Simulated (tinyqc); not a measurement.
## AlGaN/GaN HEMT with access regions, lumped model: effect of the source access length

A polarisation-induced electron sheet under a Schottky gate, in series with two ungated access regions and contacts. Drift law v = mu E/(1 + mu E/vs) under the gate. Currents in mA/mm, resistances in ohm mm. No self-heating, no channel-length modulation; fits for polarisation, barrier and offset are chosen for the exercise.

sigma = (5e13 x + 1.6e13 x^2) cm^-2, phiB = 0.84 + 1.3 x, dEc = 0.7 (1.71 x + x^2) in volts, Cb = eps0 eps_r/d, VT = phiB - dEc - q sigma/Cb, access density n0 = -Cb VT/q. Access resistance R(L, n) = L/(q mu n sqrt(1 - (I/(q n vs))^2)); Rs = Rc + R(Ls, n0), Rd = Rc + R(Ld, (1 - ft) n0). Vg' = Vg - I Rs, Vd' = Vd - I (Rs + Rd); with u = Vg' - VT, Vc = vs Lg/mu and w the smaller of Vd' and Vc [sqrt(1 + 2 u/Vc) - 1] (0 if negative), the channel gives (mu Cb/Lg)(u w - w^2/2)/(1 + w/Vc). I equals that channel current. Isat is I at Vd = 10 V, gm = dIsat/dVg, Ron the limit of Vd/I at small Vd.

Inputs (values chosen for the exercise); values close to those of AlGaN/GaN structures:
- x = 0.33 (aluminium share of the barrier)
- d = 25 nm (barrier thickness)
- eps_r = 9.2 (relative permittivity of barrier and channel)
- mu = 1800 cm^2/(V s) (channel mobility)
- vs = 1.2e7 cm/s (saturation velocity)
- Lg = 1.5 um (gate length)
- Ld = 12 um (drain access length)
- Rc = 0.22 ohm mm (resistance of each contact)
- ft = 0.49 (share of the drain-access electrons removed by traps)
- Vg = 1 V (gate voltage)

Constants: q = 1.602176634e-19 C, eps0 = 8.8541878128e-14 F/cm where lengths are in cm. Results are converted to the units shown.

The same in every row: VT (V) = -8.172; n0 (cm^-2) = 1.662e13.

Effect of the source access length:
```
Ls (um)	Ron (ohm mm)	Isat (mA/mm)	gm (mS/mm)
0.1	5.649	1211	6.119
0.3	5.690	1207	6.247
0.6	5.753	1202	6.442
1	5.837	1195	6.708
1.5	5.941	1186	7.051
2.5	6.149	1169	7.767
4	6.462	1142	8.914
```

Read the table: what changes, and by how much?

As Ls goes from 0.1 to 4 um, Ron rises from 5.65 to 6.46 ohm mm, Isat falls from 1210 to 1140 mA/mm and gm rises from 6.12 to 8.91 mS/mm. The ceiling Cb vs is 391 mS/mm. In every row the power passes 5 W/mm, where self-heating, left out here, lowers the current. In every row the gated channel is not yet saturated at 10 V, because the access regions take the voltage, and gm drops.

Numbers from tinyqc (`OMP_NUM_THREADS=1 python tinyqc.py 2570102 2570103 out.jsonl`; about 0.02 s on one thread of a shared Intel Xeon 2.30GHz).
